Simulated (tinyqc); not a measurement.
Small-signal admittance of a forward-biased p+-n diode: one step of the calculation.

Holes injected into a neutral base of width wb with an ohmic contact at its end; low injection, p0 far above the equilibrium density. A small voltage v exp(i w t), w = 2 pi f, modulates the edge density by p0 v/Vt, and the small-signal density obeys Dp d2p/dx2 = (1/tau + i w) p.

Question. Closed-form admittance. L = sqrt(Dp tau); direct current J = (q Dp p0/L) coth(wb/L); k = sqrt(1 + i w tau)/L; diffusion admittance Y = (q Dp p0/Vt) k coth(k wb) = G + i w C_diff; junction capacitance C_j = sqrt(q eps0 eps_r Nd/(2 Vr)) in the depletion approximation, with the remaining barrier Vr = Vt ln(Na/p0), a rough value under forward bias; base-width modulation is left out.

Parameters, values chosen for the exercise; permittivity close to that of silicon: temperature T = 275 K; relative permittivity eps_r = 11.7; donor density of the base Nd = 1.9e15 cm^-3; hole diffusion coefficient Dp = 9.9 cm^2/s; hole lifetime tau = 1e-7 s; width of the neutral base wb = 2.6 um; excess hole density at the junction edge p0 = 4.6e12 cm^-3; acceptor density of the p+ side Na = 8e19 cm^-3; signal frequency f = 1.9e6 Hz.

Constants: q = 1.602176634e-19 C, kB = 1.380649e-23 J/K, Vt = kB T/q, eps0 = 8.8541878128e-14 F/cm where lengths are in cm. Results are converted to the units shown.

Find: L; J; k wb; Y; C_diff; C_j.

Answer.

L = 9.9499 um
J = 0.028699 A/cm^2
k wb = 0.29548+0.13794i
Y = 1.2112+0.0319i S/cm^2
C_diff = 0.0026709 uF/cm^2
C_j = 0.019978 uF/cm^2

G is 1.00 times its low-frequency value J/Vt, and C_diff is 0.134 times C_j.

Numbers from tinyqc (`OMP_NUM_THREADS=1 python tinyqc.py 2890224 2890225 out.jsonl`; about 0.01 s on one thread of a shared Intel Xeon 2.30GHz).
